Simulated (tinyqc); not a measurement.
# Worked calculation: resonant-tunnelling diode, transfer matrices and Tsu-Esaki current

Computed by the program tinyqc: `OMP_NUM_THREADS=1 python tinyqc.py 2600107 2600108 out.jsonl`, one thread of a shared Intel Xeon 2.30GHz, about 0.1 s for the whole run. Printed values are rounded.

Emitter (band edge 0), barrier d1, well Lw, barrier d2, collector (edge -V). The bias drops linearly over these layers and none in the contacts; each layer is cut into ns equal slices, flat at the value of their centres. E is the energy of motion across the layers, C = hbar^2/(2 m0), psi and psi'/m are continuous. Transport is coherent, T(E) is taken as independent of the transverse momentum, and charge in the well is ignored.

Inputs (values chosen for the exercise); masses and offsets of a made-up heterostructure:

| symbol | value | unit | meaning |
|---|---|---|---|
| T | 300 | K | temperature |
| mw | 0.26 | m0 | mass in the well, spacer and contacts |
| U1 | 1 | eV | barrier height |
| m1 | 0.49 | m0 | barrier mass |
| d1 | 0.8 | nm | emitter barrier |
| Lw | 1.8 | nm | well width |
| d2 | 0.8 | nm | collector barrier |
| ns | 2 |  | slices in each layer |
| Ef | 0.089 | eV | Fermi energy of both contacts above their band edges |
| V | 0.16 | V | bias of the collector |
| E | 0.0952 | eV | trial energy |

Constants: q = 1.602176634e-19 C, kB = 1.380649e-23 J/K, hbar = 1.054571817e-34 J s, m0 = 9.1093837015e-31 kg, Vt = kB T/q, hbar^2/(2 m0) = 0.0380998212 eV nm^2. Results are converted to the units shown.

## Slices under bias

U = edge of the layer - V x/Lt at the centre x of each slice, Lt the summed thickness.

```
slice	U (eV)	m (m0)	width (nm)
0	0.990588	0.49	0.4
1	0.971765	0.49	0.4
2	-0.058824	0.26	0.9
3	-0.101176	0.26	0.9
4	0.868235	0.49	0.4
5	0.849412	0.49	0.4
```

## Running product of the slice matrices at the trial energy

For the pair (psi, psi'/m) a flat layer has M = [[cos kd, (m/k) sin kd], [-(k/m) sin kd, cos kd]] with k = sqrt(m (E - U)/C) above its edge U, and M = [[cosh Kd, (m/K) sinh Kd], [(K/m) sinh Kd, cosh Kd]] with K = sqrt(m (U - E)/C) below it. Later slices stand to the left. With M acting on (psi, psi'/m) and v = k/m in each lead, T(E) = 4 vL vR/[(vL vR M12 - M21)^2 + (vR M11 + vL M22)^2]. vL = sqrt(mw E/C)/mw, vR = sqrt(mw (E + V)/C)/mw.

Product after each layer:
```
	M11	M12 (nm)	M21 (1/nm)	M22
barrier d1	7.51117	1.07559	51.0427	7.44237
well	8.89175	1.30245	-53.4658	-7.71913
barrier d2	4.24938	0.729599	18.0660	3.33718
```

T(E) = 0.0592723

## Transmission at three energies near the peak

three energies (eV): 0.098289  0.099389  0.100489

The same product at each energy.

T(E) at these energies: 0.563557  0.773032  0.315202

## Breit-Wigner parameters from a parabola through 1/T(E)

Near a resonance 1/T(E) = (1/Tp) [1 + (2 (E - Er)/G)^2]. With y = 1/T(E) at E0 - h, E0, E0 + h: a = (y1 + y3 - 2 y2)/(2 h^2), b = (y3 - y1)/(2 h), Er = E0 - b/(2 a), 1/Tp = y2 - b^2/(4 a), G = 2 sqrt(1/(Tp a)), tau = hbar/G.

Er = 0.0990631 eV
Tp = 0.840292
G = 2.20946 meV
tau = 297.907 fs

The true maximum of T(E) lies at 0.099056 eV with height 0.8444 and full width 2.187 meV; the fitted G is 1.0 % above that width.

## Current from the resonance alone

J = J0 times the integral over E > 0 of T(E) N(E), N = ln[(1 + exp((Ef - E)/Vt))/(1 + exp((Ef - V - E)/Vt))], J0 = q^2 mw m0 kB T/(2 pi^2 hbar^3) (times 1e-4 for A/cm^2 per eV). For a sharp resonance J = J0 (pi G/2) Tp N(Er), with Er the peak energy, Tp the peak transmission and G the full width at half maximum (in eV). The three values given are estimates from a parabola through three points of 1/T(E).

J0 = 1.08775e8 A/(cm^2 eV)
N(Er) = 0.515950
J = 163.671 kA/cm^2

The full integral over T(E) gives 161.1 kA/cm^2; the value above is 1.6 % above it. With the exact position, height and width of the peak (Er = 0.099056 eV, Tp = 0.8444, G = 2.187 meV) the formula is 1.1 % above it.
